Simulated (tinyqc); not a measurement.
Thickness from two neighbouring fringes.

Inverse problem. At normal incidence a transparent film with an index between those of air and substrate, taken as constant, has reflectance minima at 2 n1 d = (m + 1/2) lam (small phase shifts at the substrate neglected). Find d and the order m of the shorter wavelength.

Parameters, values chosen for the exercise:
- n1 = 2.423 (index of the transparent film)

wavelengths of two neighbouring reflectance minima (nm): 554  712.28571

Solution. Neighbouring orders differ by one: 2 n1 d (1/lam1 - 1/lam2) = 1.

d = 514 nm
m = 4

tinyqc, about 0.2 s, one thread, Intel Xeon 2.30GHz (shared host): `OMP_NUM_THREADS=1 python tinyqc.py 2870225 2870226 out.jsonl`
